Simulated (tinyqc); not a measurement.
From results back to parameters: Shockley-Read-Hall recombination through one deep level. Four cases, with inputs chosen for the exercise.

Problem. Deep-level transient spectroscopy: the emission rate is en = gam sigma T^2 exp(-dE/kB T), dE = Ec - Et. Two rates were computed from hidden dE and sigma.

Constants: kB = 8.617333262e-05 eV/K.

Find: ln(en/T^2) at T1 and T2; dE; sigma.

Method. ln(en/T^2) against 1/T is a line of slope -dE/kB and intercept ln(gam sigma); plotting ln en alone would overstate dE by about 2 kB T.

Case 1.

Values chosen (out of a larger set: gap and densities of states near those of Si at this temperature; not measured data): gam = 4e+21 1/(cm^2 s K^2) (vth Nc/T^2, which does not depend on T); T1 = 234 K; T2 = 260 K.

en(T1) = 9.53378 1/s
en(T2) = 129.134 1/s

Solution.

ln(en/T^2) at T1 and T2: -8.6558  -6.2605

dE = 0.483 eV
sigma = 1.1e-15 cm^2

Case 2.

Values chosen (out of a larger set: gap and densities of states near those of Si at this temperature; not measured data): gam = 5.7e+21 1/(cm^2 s K^2) (vth Nc/T^2, which does not depend on T); T1 = 291 K; T2 = 343 K.

en(T1) = 158.244 1/s
en(T2) = 8319.76 1/s

Solution.

ln(en/T^2) at T1 and T2: -6.2825  -2.6491

dE = 0.601 eV
sigma = 8.4e-15 cm^2

Case 3.

Values chosen (out of a larger set: gap and densities of states near those of Si at this temperature; not measured data): gam = 4e+21 1/(cm^2 s K^2) (vth Nc/T^2, which does not depend on T); T1 = 221 K; T2 = 249 K.

en(T1) = 12.5797 1/s
en(T2) = 237.243 1/s

Solution.

ln(en/T^2) at T1 and T2: -8.2642  -5.5658

dE = 0.457 eV
sigma = 1.7e-15 cm^2

Case 4.

Values chosen (out of a larger set: gap and densities of states near those of Si at this temperature; not measured data): gam = 3.5e+21 1/(cm^2 s K^2) (vth Nc/T^2, which does not depend on T); T1 = 155 K; T2 = 176 K.

en(T1) = 0.927227 1/s
en(T2) = 20.8458 1/s

Solution.

ln(en/T^2) at T1 and T2: -10.1624  -7.3038

dE = 0.320 eV
sigma = 2.8e-16 cm^2

Computed by tinyqc, one run a case: `OMP_NUM_THREADS=1 python tinyqc.py N N+1 out.jsonl` with N = 1652431, 1652446, 1652456, 1652495; one thread of a shared Intel(R) Xeon(R) Processor @ 2.30GHz, about 0.01 s a run at most.
